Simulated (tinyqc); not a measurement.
Resistance of a tapered via with liner, size effect and interface: one step of the calculation.

A round via whose diameter grows from db at the bottom as D(z) = db + 2 z/tan(ang). The fill, of diameter D - 2 tl, starts above the bottom liner (thickness fb tl) and has rho = rho0 (1 + ks lam/(D - 2 tl)); the sidewall liner conducts in parallel with it. The bottom liner and the interface are crossed over the full area pi db^2/4. Spreading in the lines above and below is left out.

Task. Total resistance. R_fill = sum of the slices; R_bottom = rl fb tl/(pi db^2/4); R_interface = ri/(pi db^2/4); ballistic (Sharvin) limit 1/(Sb pi (db - 2 tl)^2/4); ideal cylinder rho0 hv/(pi db^2/4).

Values chosen for this exercise; fill metal close to tungsten:
- db = 14 nm (diameter at the bottom)
- hv = 48 nm (height)
- rho0 = 5.37 uohm cm (bulk resistivity of the fill)
- tl = 2.5 nm (liner on the sidewall)
- fb = 0.5 (liner at the bottom over that on the sidewall)
- rl = 450 uohm cm (resistivity of the liner)
- ri = 5.9e-13 ohm cm^2 (interface resistivity at the bottom)
- Sb = 9.1e14 S/m^2 (ballistic conductance per area, about 3/(4 rho0 lam))

slice resistance, slice 0 to 9 (ohm): 12.739115  11.146597  9.8165504  8.6966308  7.7465404  6.9349245  6.2371434  5.6336552  5.1088270  4.6500517

Wanted: parts; R; shares; ballistic limit; ideal cylinder.

Result.

parts (ohm): fill 78.71, bottom liner 36.54, interface 0.3833
R = 115.6 ohm
shares (%): fill 68.07, bottom liner 31.60, interface 0.33
ballistic limit = 17.27 ohm
ideal cylinder = 16.74 ohm

The fill is the largest part, and R is 6.91 times the ideal cylinder. With 2000 slices R = 115.70 ohm.

Numbers from tinyqc (`OMP_NUM_THREADS=1 python tinyqc.py 2750105 2750106 out.jsonl`; about 0.01 s on one thread of a shared Intel Xeon 2.30GHz).
